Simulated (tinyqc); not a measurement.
# Thickness and doping from the maximum and minimum capacitance

Inverse problem. A MOS capacitor has Cmax = Cox = eps0 eox/tox and 1/Cmin = 1/Cox + Wm/(eps0 eps_r), with Wm = sqrt(4 eps0 eps_r Vt ln(N/ni)/(q N)) and N well above ni. Find tox, Wm and N.

Values chosen for this exercise; band and dielectric values close to those of gallium arsenide: temperature T = 300 K; relative permittivity eps_r = 13.1; relative permittivity of the gate insulator (close to silicon dioxide) eox = 3.9.

Constants: q = 1.602176634e-19 C, kB = 1.380649e-23 J/K, Vt = kB T/q, eps0 = 8.8541878128e-14 F/cm where lengths are in cm. Results are converted to the units shown.

Cmax = 0.36735460 uF/cm^2
Cmin = 0.031217486 uF/cm^2
ni = 1.3120319e6 cm^-3

Solution. Cmax gives tox and the series difference Wm. N follows by iterating N = 4 eps0 eps_r Vt ln(N/ni)/(q Wm^2); ln(N/ni)/N falls steadily for N > e ni, so there is one root in that range.

tox = 9.40 nm
Wm = 340 nm
N = 1.50e16 cm^-3

Computed by the program tinyqc: `OMP_NUM_THREADS=1 python tinyqc.py 2060041 2060042 out.jsonl`, one thread of a shared Intel Xeon 2.30GHz, about 0.01 s for the whole run.
